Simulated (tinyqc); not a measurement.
## Trench capacitor in an array: capacitance, non-linearity, leakage and relaxation: charge lost after writing

A film between two metal electrodes, each interface adding a series capacitance ci. The small-signal permittivity is ek (1 + aq E^2); the field is found with the linear permittivity. Leakage J = J0 sinh(E/Ef). After a voltage step the film passes a relaxation current kr C V tt^(-nr), tt being the time in seconds. The sidewall is a coaxial capacitor with radii a = dm/2 - t and b = dm/2, depth AR dm; the end face is left out.

Planar film: Cf = eps0 ek/t, 1/C = 1/Cf + 2/ci, EOT = 3.9 eps0/C, effective permittivity C t/eps0, E = (V/t) C/Cf. A capacitor written for t0 and then left open loses, as a share of C V, kr (tt^(1 - nr) - t0^(1 - nr))/(1 - nr) by relaxation and J tt/(C V) by leakage; both are taken as small, and rows far outside that range are left out.

Parameters, values chosen for the exercise; permittivity of the order of that of titanium dioxide: relative permittivity of the film ek = 73.6; film thickness t = 29 nm; capacitance of each electrode interface (dead layer and screening) ci = 1000 uF/cm^2; quadratic field coefficient of the permittivity aq = 0.01 cm^2/MV^2; bias V = 0.5 V; exponent of the relaxation current nr = 0.96; strength of the relaxation kr = 0.0013; leakage prefactor J0 = 9.6e-10 A/cm^2; field for an e-fold rise of the leakage Ef = 0.28 MV/cm; duration of the write pulse t0 = 1e-7 s.

Constants: eps0 = 8.8541878128e-14 F/cm where lengths are in cm. Results are converted to the units shown.

The same in every row: leakage current (nA/cm^2) = 0.6260.

Result of one run:
```
relaxation current (nA/cm^2)	loss by relaxation (%)	loss by leakage (%)	total loss (%)
0.01748	2.202	5.597	7.799
```

Which time since the start of the write pulse tt gave this result: 0.001, 0.1, 10 or 100 s?

tt = 100 s.

The whole series:
```
tt (s)	relaxation current (nA/cm^2)	loss by relaxation (%)	loss by leakage (%)	total loss (%)
1e-6	8.367e5	0.1646	5.597e-8	0.1646
1e-5	9.175e4	0.3450	5.597e-7	0.3450
0.0001	1.006e4	0.5428	5.597e-6	0.5428
0.001	1103	0.7598	5.597e-5	0.7598
0.01	120.9	0.9976	5.597e-4	0.9982
0.1	13.26	1.258	0.005597	1.264
1	1.454	1.544	0.05597	1.600
10	0.1594	1.858	0.5597	2.418
100	0.01748	2.202	5.597	7.799
```

The two currents are equal at tt = 2.41 s. The loss by relaxation grows from 0.165 to 2.20 %, by 0.180 points over the first decade and 0.344 over the last, while the loss by leakage grows tenfold a decade. Leakage is the larger loss for tt = 100 s.

tinyqc, about 0.01 s, one thread, Intel Xeon 2.30GHz (shared host): `OMP_NUM_THREADS=1 python tinyqc.py 2102171 2102172 out.jsonl`
